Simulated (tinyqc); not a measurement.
Sheet resistance of a shallow doped layer with concentration-dependent mobility and limited activation. Anneal temperature at a frozen profile. Computed by tinyqc, a small Python program. Command: `OMP_NUM_THREADS=1 python tinyqc.py 3000744 3000745 out.jsonl irvin sweep`. One thread of a shared host (Intel(R) Xeon(R) Processor @ 2.30GHz), about 0.04 s of CPU time with the checks.

A layer of one dopant lies in a background of the opposite type. Current flows parallel to the surface down to the junction; depletion is ignored.

Inputs (values chosen for the exercise, modelled on antimony in silicon): surface concentration C_s = 3.1e+19 1/cm^3; length l = 3.1 nm; background C_B = 1.2e+17 1/cm^3; mobility floor mu_min = 57.3 cm^2/(V s); mobility mu_max = 1410 cm^2/(V s); reference density N_r = 9.52e+16 1/cm^3; exponent alpha = 0.7; prefactor of the active limit = 4.2e+21 1/cm^3; energy of the active limit = 0.56 eV.

Profile: Gaussian.

Constants: k_B = 8.617333262e-05 eV/K; e = 1.602176634e-19 C.

Method:
- C(x) = C_s exp(-x^2/(2 l^2)).
- Temperatures in kelvin are T(C) + 273.15.
- Active limit C_a = prefactor x exp(-energy/(k_B T)); the junction lies where C = C_B, and the profile exceeds C_a down to x_a (zero if C_s is below C_a). Slope at the junction in nm per decade = ln(10) C/|dC/dx|.
- Active density N = min(C, C_a); carriers n = N - C_B; mobility mu = mu_min + (mu_max - mu_min)/(1 + ((N + C_B)/N_r)^alpha).
- Integrals from 0 to x_j, where C = C_B (Gauss-Legendre, 60 points on each smooth piece; 1 nm = 1e-7 cm): dose int C dx, carriers int n dx, mean mobility int n mu dx/int n dx, R_s = 1/(e int n mu dx).

One run for each value:
```
anneal temperature T (C)  sheet resistance R_s (ohm/square)  carriers per dopant atom  active limit C_a (1/cm^3)
650                                                   14364                   0.22363                 3.6815e+18
700                                                   11957                   0.30498                 5.2857e+18
800                                                    8787                   0.50306                 9.8481e+18
850                                                    7727                   0.61431                 1.2895e+19
900                                                    6908                   0.72787                 1.6502e+19
950                                                    6286                   0.83707                 2.0695e+19
1000                                                   5841                   0.93177                 2.5497e+19
1050                                                   5602                   0.98960                 3.0921e+19
1100                                                   5602                   0.98970                 3.6976e+19
1150                                                   5602                   0.98970                 4.3665e+19
```

Over the rows, sheet resistance R_s (ohm/square) falls from 14400 to 5600, flat over part of the range; carriers per dopant atom rises from 0.224 to 0.990, flat over part of the range; active limit C_a (1/cm^3) rises from 3.68e18 to 4.37e19. A hotter anneal raises the active limit; once it passes C_s nothing more is gained.

Caution (rows 650, 700, 800, 850, 900): the profile is steeper than the Debye length near the junction, so carriers spill over and deplete, and local neutrality can misjudge R_s by tens of per cent.
